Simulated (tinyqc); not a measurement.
MOSFET in saturation, small-signal circuit and noise: two steps of the calculation.

Bias by the inversion coefficient IC = I/Ispec (charge-based model with velocity saturation; weak inversion below 0.1, strong above 10). Common-source circuit: gm, gds, Cgs, Cgd and Cj at the inner nodes, Rg in series with the gate; quasi-static, no source or drain resistance, no gate-body capacitance, no substrate network, no induced gate noise, so fmax is an upper estimate.

Parameters, values chosen for the exercise:
- T = 300 K (temperature)
- L = 130 nm (gate length)
- W = 80 um (total gate width)
- Cox = 0.71 uF/cm^2 (gate capacitance)
- mu = 280 cm^2/(V s) (mobility)
- n = 1.32 (slope factor)
- Ls = 15 nm (velocity-saturation length)
- sg = 0.045 (ratio gds/gm)
- IC = 7.8 (inversion coefficient)
- f = 1 GHz (signal frequency)

Constants: q = 1.602176634e-19 C, kB = 1.380649e-23 J/K, Vt = kB T/q. Results are converted to the units shown.

Question 1. Current, transconductance and gain. Ispec = 2 n mu Cox (W/L) Vt^2, lc = Ls/L, gms = [sqrt((lc IC + 1)^2 + 4 IC) - 1]/[2 + lc (lc IC + 1)], gm = gms Ispec/(n Vt), gds = sg gm.

Give: Ispec; I; gms; gm; gds; gm/I.

Answer 1.

Ispec = 215.9 uA
I = 1684 uA
gms = 2.208
gm = 13.97 mS
gds = 0.6285 mS
gm/I = 8.295 1/V

Question 2. Admittance matrix. Inner admittances at w = 2 pi f: y11 = i w (Cgs + Cgd), y12 = -i w Cgd, y21 = gm - i w Cgd, y22 = gds + i w (Cgd + Cd). Invert to Z, add Rg to Z11 and invert back to Y.

gm = 13.966281 mS
gds = 0.62848264 mS
Cgs = 69.241337 fF
Cgd = 29.6 fF
Cd = 60.8 fF
Rg = 0.88141026 ohm

Wanted: inner y; Y with Rg.

Answer 2.

inner y (mS):
```
	1	2
1	0.00+0.62i	0.00-0.19i
2	13.97-0.19i	0.63+0.57i
```

Y with Rg (mS):
```
	1	2
1	0.00+0.62i	0.00-0.19i
2	13.97-0.19i	0.63+0.57i
```

Program tinyqc, `OMP_NUM_THREADS=1 python tinyqc.py 2150057 2150058 out.jsonl`; Intel Xeon 2.30GHz, shared host, one thread, about 0.01 s.
